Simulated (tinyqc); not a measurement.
Thin-body film or fin with hard walls, valleys of the Si type: one step. Valley masses for the (100) face. Two cases, with inputs chosen for the exercise.

Task: Group the valleys by their angle to the normal, heaviest m_z first.

Six ellipsoidal valleys with their long axes along the cube axes, mass ml along the axis and mt across it. For a valley whose axis makes the angle theta with the surface normal, 1/m_z = cos^2(theta)/ml + sin^2(theta)/mt sets the confinement; in the plane the masses are m_1 = mt and m_2 = ml mt/m_z, and m_d = sqrt(m_1 m_2).

Case 1.

Values chosen (out of a larger set: near those of Si; not measured data):
- ml = 0.91 m0 (longitudinal mass)
- mt = 0.189 m0 (transverse mass)
- face = 100 (face of the film or side wall of the fin)

Case 2.

Values chosen (out of a larger set: near those of Si; not measured data):
- ml = 0.919 m0 (longitudinal mass)
- mt = 0.189 m0 (transverse mass)
- face = 100 (face of the film or side wall of the fin)

Give: Valleys (masses in m0).

Result:

Case 1.

Valleys (masses in m0):
```
valleys g  cos^2(theta)     m_z     m_1     m_2     m_d
2                1.0000  0.9100  0.1890  0.1890  0.1890
4                0.0000  0.1890  0.1890  0.9100  0.4147
```

Case 2.

Valleys (masses in m0):
```
valleys g  cos^2(theta)     m_z     m_1     m_2     m_d
2                1.0000  0.9190  0.1890  0.1890  0.1890
4                0.0000  0.1890  0.1890  0.9190  0.4168
```

Computed by tinyqc, one run a case: `OMP_NUM_THREADS=1 python tinyqc.py N N+1 out.jsonl` with N = 1251219, 1251223; one thread of a shared Intel(R) Xeon(R) Processor @ 2.30GHz, about 0.01 s a run at most.
